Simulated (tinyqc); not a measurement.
The window in starting coverage: bottom-up copper filling of a trench by curvature-enhanced accelerator coverage. Computed by tinyqc, a small Python program. Command: `OMP_NUM_THREADS=1 python tinyqc.py 3029468 3029469 out.jsonl superfill walk`. One thread of a shared host (Intel(R) Xeon(R) Processor @ 2.30GHz), about 0.06 s of CPU time with the checks.

A rectangular trench keeps vertical walls and a flat floor. An accelerator floats on the surface; where area is lost in the corners it is passed on to the floor.

Inputs (values chosen for the exercise, close to those used for damascene copper plating):

| quantity | value | unit |
|---|---|---|
| trench width w | 300 | nm |
| aspect ratio h/w | 2.2 | - |
| exchange current of the suppressed surface i_0 | 0.02 | mA/cm^2 |
| exchange current of the accelerated surface i_1 | 1.9 | mA/cm^2 |
| transfer coefficient alpha | 0.4 | - |
| overpotential eta | 0.089 | V |
| adsorption rate k_a | 4e-05 | 1/s |
| cupric ion concentration C | 0.68 | mol/l |
| diffusivity D | 4.2e-06 | cm^2/s |
| boundary layer delta | 22 | um |
| temperature T | 298 | K |

Constants: e = 1.602176634e-19 C; N_A = 6.02214076e+23 1/mol; k_B = 8.617333262e-05 eV/K.

Method. Kinetic current i_k = [i_0 (1 - theta) + i_1 theta] exp(alpha eta/(k_B T)), limit i_L = 2 F D C/delta, i = 1/(1/i_k + 1/i_L); velocity v = i Omega/(2F), Omega = 7.11 cm^3/mol, F = e N_A. Depletion inside the trench is ignored. Half width x, floor height y, depth h = aspect ratio x w. dx/dt = -v_s, dy/dt = v_b. d theta_b/dt = k_a (1 - theta_b) + [theta_s v_b + theta_b v_s]/x: the floor takes the accelerator of the wall it covers and keeps its own as it narrows. d theta_s/dt = k_a (1 - theta_s). theta_b is capped at 1. Integrate (tolerance 1e-9) until the walls meet (x = 0.02 w/2) or the floor passes the original mouth y = h. Start: x = w/2, y = 0, theta_b = theta_s = theta_0. Height filled = y/h, opening left = x/(w/2).

Outcome:

| theta_0 | v(1)/v(theta_0) | height filled | opening left | time (s) |
|---|---|---|---|---|
| 0.001 | 84.310 | 1.0000 | 0.031296 | 1366.0 |
| 0.003 | 71.950 | 1.0000 | 0.033701 | 1323.7 |
| 0.010 | 47.557 | 1.0000 | 0.042761 | 1186.0 |
| 0.020 | 32.044 | 1.0000 | 0.054591 | 1018.5 |
| 0.050 | 16.205 | 1.0000 | 0.063056 | 690.4 |
| 0.100 | 8.895 | 0.9607 | 0.020000 | 448.7 |
| 0.200 | 4.686 | 0.7079 | 0.020000 | 248.8 |
| 0.400 | 2.418 | 0.4642 | 0.020000 | 130.3 |
| 0.800 | 1.239 | 0.2729 | 0.020000 | 67.0 |

The fill succeeds for theta_0 from 0.001 to 0.05 among these rows, with the widest margin at 0.05. Too much speeds the walls as well and removes the contrast.
